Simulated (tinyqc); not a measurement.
# Frequency dispersion of an accumulation capacitance by border traps, distributed model: effects of single changes

Traps spread evenly through the insulator exchange electrons with the semiconductor by tunnelling, with tau(x) = t0 exp(2 ka x) at depth x from the interface. The admittance per area Y seen at depth x obeys dY/dx = -Y^2/(i w eps0 eox) + q Nb ln(1 + i w tau)/tau, with Y(0) = i w Cs and w = 2 pi f; the gate sees Y(tox) = G + i w C. Working variable y = Y/(i w), in uF/cm^2. Cox = eps0 eox/tox.

Values chosen for this exercise; permittivity close to that of hafnium oxide:
- eox = 19.1 (relative permittivity of the insulator)
- tox = 9.3 nm (insulator thickness)
- Cs = 2.7 uF/cm^2 (semiconductor capacitance in accumulation)
- Nb = 1.7e19 cm^-3 eV^-1 (density of border traps)
- ka = 3.3 1/nm (decay constant of the wave function in the insulator)
- t0 = 1e-11 s (time constant of a trap at the interface)
- f = 10000 Hz (frequency)

Constants: q = 1.602176634e-19 C, eps0 = 8.8541878128e-14 F/cm where lengths are in cm. Results are converted to the units shown.

Each table varies one quantity; the others keep the values above.

## Capacitance and loss against frequency

Cox; trap-free value 1/(1/Cox + 1/Cs); response depth d = ln(1/(w t0))/(2 ka), where w tau = 1; lumped estimate: all traps within d act as C_bt = q Nb d placed at d/2, so C = 1/{1/[1/(1/Cs + d/(2 eps0 eox)) + C_bt] + (tox - d/2)/(eps0 eox)}. C and G from a fine integration; dispersion -d C/d log10 f over C, from f times and over 1.1. For a broad spread of time constants G/w is close to -(pi/2) dC/d ln w.

The same in every row: trap-free C (uF/cm^2) = 1.087.

Result of one run:
```
f (Hz),d (nm),C (uF/cm^2),G/w (uF/cm^2),dispersion (% a decade),-(pi/2) dC/d ln w (uF/cm^2),lumped C (uF/cm^2)
1e6,1.466,1.171,0.01425,1.783,0.01424,1.161
```

What becomes of these results when the frequency f is changed from 1e6 to 1e7 Hz, all else the same?

Result of the changed run:
```
f (Hz),d (nm),C (uF/cm^2),G/w (uF/cm^2),dispersion (% a decade),-(pi/2) dC/d ln w (uF/cm^2),lumped C (uF/cm^2)
1e7,1.117,1.151,0.01338,1.704,0.01337,1.141
```

The whole series:
```
f (Hz),d (nm),C (uF/cm^2),G/w (uF/cm^2),dispersion (% a decade),-(pi/2) dC/d ln w (uF/cm^2),lumped C (uF/cm^2)
10,3.210,1.293,0.01938,2.195,0.01936,1.273
100,2.861,1.265,0.01823,2.110,0.01822,1.248
1000,2.513,1.240,0.01715,2.027,0.01714,1.225
10000,2.164,1.215,0.01613,1.944,0.01612,1.202
1e5,1.815,1.192,0.01516,1.863,0.01516,1.181
1e6,1.466,1.171,0.01425,1.783,0.01424,1.161
1e7,1.117,1.151,0.01338,1.704,0.01337,1.141
```

C falls from 1.293 to 1.151 uF/cm^2, towards the trap-free 1.087; each decade of frequency removes ln 10/(2 ka) = 0.349 nm from the response depth. The dispersion falls from 2.20 to 1.70 % a decade and G/w falls from 0.0194 to 0.0134 uF/cm^2. G/w stays at 1.00 times -(pi/2) dC/d ln w, the relation for a broad spread of time constants.

## Effect of the semiconductor capacitance in accumulation

Same model as above.

The same in every row: d (nm) = 2.164.

Result of one run:
```
Cs (uF/cm^2),C (uF/cm^2),G/w (uF/cm^2),dispersion (% a decade),-(pi/2) dC/d ln w (uF/cm^2),lumped C (uF/cm^2),trap-free C (uF/cm^2)
0.75,0.8206,0.02838,5.065,0.02836,0.7986,0.5310
```

What becomes of these results when the semiconductor capacitance in accumulation Cs is changed from 0.75 to 0.39 uF/cm^2, all else the same?

Result of the changed run:
```
Cs (uF/cm^2),C (uF/cm^2),G/w (uF/cm^2),dispersion (% a decade),-(pi/2) dC/d ln w (uF/cm^2),lumped C (uF/cm^2),trap-free C (uF/cm^2)
0.39,0.6851,0.03338,7.136,0.03335,0.6592,0.3211
```

The whole series:
```
Cs (uF/cm^2),C (uF/cm^2),G/w (uF/cm^2),dispersion (% a decade),-(pi/2) dC/d ln w (uF/cm^2),lumped C (uF/cm^2),trap-free C (uF/cm^2)
0.2,0.5978,0.03682,9.019,0.03678,0.5692,0.1802
0.39,0.6851,0.03338,7.136,0.03335,0.6592,0.3211
0.75,0.8206,0.02838,5.065,0.02836,0.7986,0.5310
1.4,0.9984,0.02243,3.291,0.02242,0.9809,0.7910
2.8,1.227,0.01581,1.887,0.01580,1.215,1.102
5.4,1.431,0.01088,1.113,0.01087,1.422,1.360
10,1.581,0.007857,0.7272,0.007843,1.574,1.539
20,1.693,0.005915,0.5105,0.005897,1.687,1.667
```

As Cs goes from 0.2 to 20, C rises from 0.598 to 1.69 uF/cm^2, the dispersion falls from 9.02 to 0.510 % a decade and G/w falls from 0.0368 to 0.00591 uF/cm^2. The lumped estimate is 4.8 % below C in the first row and 0.37 % below it in the last. The same traps disperse C more when Cs is small, since they then add to the weaker series term.

Computed by the program tinyqc: `OMP_NUM_THREADS=1 python tinyqc.py 2202028 2202029 out.jsonl`, one thread of a shared Intel Xeon 2.30GHz, about 0.6 s for the whole run.
